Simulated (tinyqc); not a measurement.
Two-node Weyl semimetal on a cubic lattice and its slab: one step. Levels and layer weights of the middle pair. Two cases, with inputs chosen for the exercise.

Problem. Diagonalise; sum the weights over the two components of each layer.

Give: levels; weights.

Case 1.

H (eV):
```
           1+          1-          2+          2-          3+          3-          4+          4-          5+
1+   0.959769  -0.283110i   -0.705000  -0.450000i           0           0           0           0           0
1-  0.283110i   -0.959769  -0.450000i    0.705000           0           0           0           0           0
2+  -0.705000   0.450000i    0.959769  -0.283110i   -0.705000  -0.450000i           0           0           0
2-  0.450000i    0.705000   0.283110i   -0.959769  -0.450000i    0.705000           0           0           0
3+          0           0   -0.705000   0.450000i    0.959769  -0.283110i   -0.705000  -0.450000i           0
3-          0           0   0.450000i    0.705000   0.283110i   -0.959769  -0.450000i    0.705000           0
4+          0           0           0           0   -0.705000   0.450000i    0.959769  -0.283110i   -0.705000
4-          0           0           0           0   0.450000i    0.705000   0.283110i   -0.959769  -0.450000i
5+          0           0           0           0           0           0   -0.705000   0.450000i    0.959769
5-          0           0           0           0           0           0   0.450000i    0.705000   0.283110i
6+          0           0           0           0           0           0           0           0   -0.705000
6-          0           0           0           0           0           0           0           0   0.450000i
7+          0           0           0           0           0           0           0           0           0
7-          0           0           0           0           0           0           0           0           0

            5-          6+          6-          7+          7-
1+           0           0           0           0           0
1-           0           0           0           0           0
2+           0           0           0           0           0
2-           0           0           0           0           0
3+           0           0           0           0           0
3-           0           0           0           0           0
4+  -0.450000i           0           0           0           0
4-    0.705000           0           0           0           0
5+  -0.283110i   -0.705000  -0.450000i           0           0
5-   -0.959769  -0.450000i    0.705000           0           0
6+   0.450000i    0.959769  -0.283110i   -0.705000  -0.450000i
6-    0.705000   0.283110i   -0.959769  -0.450000i    0.705000
7+           0   -0.705000   0.450000i    0.959769  -0.283110i
7-           0   0.450000i    0.705000   0.283110i   -0.959769
```

Solution.

levels (eV): -2.3022  -2.0624  -1.7058  -1.2919  -0.8979  -0.6199  -0.2831  0.2831  0.6199  0.8979  1.2919  1.7058  2.0624  2.3022

weights:
```
       layer 1  layer 2  layer 3  layer 4  layer 5  layer 6  layer 7
lower    0.510    0.352    0.113    0.022    0.002    0.000    0.000
upper    0.000    0.000    0.002    0.022    0.113    0.352    0.510
```

The matrix belongs to ky = 0.32, kz = 0.11, where the mass m (1 - cos ky) + M(kz) is -0.4502 eV and t sin(ky) = 0.2831 eV. A negative mass binds arc states at -/+ t sin(ky) on opposite faces; here one outer layer holds 51 % and the other 0 %, and the overlap across the thin slab moves the level by 0.0 meV.

Case 2.

H (eV):
```
           1+          1-          2+          2-          3+          3-          4+          4-          5+
1+   0.893866  -0.075544i   -0.760000  -0.200000i           0           0           0           0           0
1-  0.075544i   -0.893866  -0.200000i    0.760000           0           0           0           0           0
2+  -0.760000   0.200000i    0.893866  -0.075544i   -0.760000  -0.200000i           0           0           0
2-  0.200000i    0.760000   0.075544i   -0.893866  -0.200000i    0.760000           0           0           0
3+          0           0   -0.760000   0.200000i    0.893866  -0.075544i   -0.760000  -0.200000i           0
3-          0           0   0.200000i    0.760000   0.075544i   -0.893866  -0.200000i    0.760000           0
4+          0           0           0           0   -0.760000   0.200000i    0.893866  -0.075544i   -0.760000
4-          0           0           0           0   0.200000i    0.760000   0.075544i   -0.893866  -0.200000i
5+          0           0           0           0           0           0   -0.760000   0.200000i    0.893866
5-          0           0           0           0           0           0   0.200000i    0.760000   0.075544i
6+          0           0           0           0           0           0           0           0   -0.760000
6-          0           0           0           0           0           0           0           0   0.200000i
7+          0           0           0           0           0           0           0           0           0
7-          0           0           0           0           0           0           0           0           0

            5-          6+          6-          7+          7-
1+           0           0           0           0           0
1-           0           0           0           0           0
2+           0           0           0           0           0
2-           0           0           0           0           0
3+           0           0           0           0           0
3-           0           0           0           0           0
4+  -0.200000i           0           0           0           0
4-    0.760000           0           0           0           0
5+  -0.075544i   -0.760000  -0.200000i           0           0
5-   -0.893866  -0.200000i    0.760000           0           0
6+   0.200000i    0.893866  -0.075544i   -0.760000  -0.200000i
6-    0.760000   0.075544i   -0.893866  -0.200000i    0.760000
7+           0   -0.760000   0.200000i    0.893866  -0.075544i
7-           0   0.200000i    0.760000   0.075544i   -0.893866
```

Solution.

levels (eV): -2.3037  -1.9873  -1.5161  -0.9708  -0.5370  -0.4976  -0.1035  0.1035  0.4976  0.5370  0.9708  1.5161  1.9873  2.3037

weights:
```
       layer 1  layer 2  layer 3  layer 4  layer 5  layer 6  layer 7
lower    0.388    0.344    0.045    0.024    0.061    0.075    0.062
upper    0.062    0.075    0.061    0.024    0.045    0.344    0.388
```

The matrix belongs to ky = 0.19, kz = 0.93, where the mass m (1 - cos ky) + M(kz) is -0.6261 eV and t sin(ky) = 0.0755 eV. A negative mass binds arc states at -/+ t sin(ky) on opposite faces; here one outer layer holds 39 % and the other 6 %, and the overlap across the thin slab moves the level by +27.9 meV.

Computed by tinyqc, one run a case: `OMP_NUM_THREADS=1 python tinyqc.py N N+1 out.jsonl` with N = 1482429, 1482605; one thread of a shared Intel(R) Xeon(R) Processor @ 2.30GHz, about 0.2 s a run at most.
